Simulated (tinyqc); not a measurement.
# Reflectance at normal incidence against thickness

Normal incidence on air, film (n1) and substrate (N2 = n2 - i k2): r01 = (1 - n1)/(1 + n1), r12 = (n1 - N2)/(n1 + N2), amplitude (r01 + r12 X)/(1 + r01 r12 X), X = exp(-4 pi i n1 d/lam), R its squared modulus, phase from 0 to 360 degrees.

Parameters, values chosen for the exercise:
- lam = 632.8 nm (wavelength)
- n1 = 2.389 (index of the transparent film)
- n2 = 3.882 (index of the substrate)
- k2 = 0.019 (extinction coefficient of the substrate)

Reflectance at normal incidence against thickness:

| d (nm) | R (%) | phase of the reflected amplitude (degrees) |
|---|---|---|
| 0 | 34.850 | 179.85 |
| 16 | 31.741 | 167.72 |
| 32 | 22.896 | 156.02 |
| 49 | 10.258 | 149.28 |
| 65 | 3.6494 | 176.48 |
| 81 | 8.9102 | 210.17 |
| 98 | 21.444 | 205.31 |
| 114 | 30.917 | 193.81 |
| 130 | 34.791 | 181.69 |

What does the table show?

R goes from 34.9 through a minimum of 3.65 (at d = 65 nm among the rows listed) to 34.8 %. At a quarter wave, d = 66.2 nm, R = 3.62 %; for a transparent substrate it would vanish for n1 = sqrt(n2) = 1.97.

Program tinyqc, `OMP_NUM_THREADS=1 python tinyqc.py 2870157 2870158 out.jsonl`; Intel Xeon 2.30GHz, shared host, one thread, about 0.01 s.
